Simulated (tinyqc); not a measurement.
Read current of a NAND string, cells in series solved by shooting: one step of the calculation.

Cells in series, numbered from 0 at the source line (0 V) to the bit line, each followed by a gap resistance Rg. A cell with gate Vg, threshold VT, source Vs and drain Vd passes I = 2 nf K Vt^2 [F(Vs) - F(Vd)]/(1 + th max(Vg - VT, 0)), F(V) = ln^2(1 + exp((Vg - VT - nf V)/(2 nf Vt))). The selected cell has Vg = Vr, the others Vg = Vp.

Task. Node voltages for a trial current. For a trial current I start at 0 V and, cell by cell (the selected one is cell 5), solve for the drain: sqrt(F(Vd)) = sqrt(F(Vs) - I/k), k = 2 nf K Vt^2/(1 + th max(Vg - VT, 0)), Vd = [Vg - VT - 2 nf Vt ln(exp(sqrt F) - 1)]/nf, then add I Rg.

Values chosen for this exercise; values of the order met in vertical NAND strings:
```
symbol  value    unit                                 meaning
T         300       K                             temperature
K          17  uA/V^2                   gain factor of a cell
nf        1.4                                    slope factor
th       0.11     1/V               mobility reduction factor
Rg        1.3    kohm     resistance of the gap between cells
Vbl       0.3       V                        bit-line voltage
Vp        5.8       V                            pass voltage
Vr       3.09       V  read voltage on the selected word line
```

Constants: q = 1.602176634e-19 C, kB = 1.380649e-23 J/K, Vt = kB T/q. Results are converted to the units shown.

second trial current = 1.3 uA
thresholds from the source end, cell 0 to 5 (V): 3.8  -1.1  -1.1  3.8  3.8  1.4

Find: node voltage after each cell and gap, trial 2.

Result.

node voltage after each cell and gap, trial 2, cell 0 to 5 (V): 0.04912  0.07055  0.09205  0.1446  0.1993  0.2674

Program tinyqc, `OMP_NUM_THREADS=1 python tinyqc.py 2142129 2142130 out.jsonl`; Intel Xeon 2.30GHz, shared host, one thread, about 0.8 s.
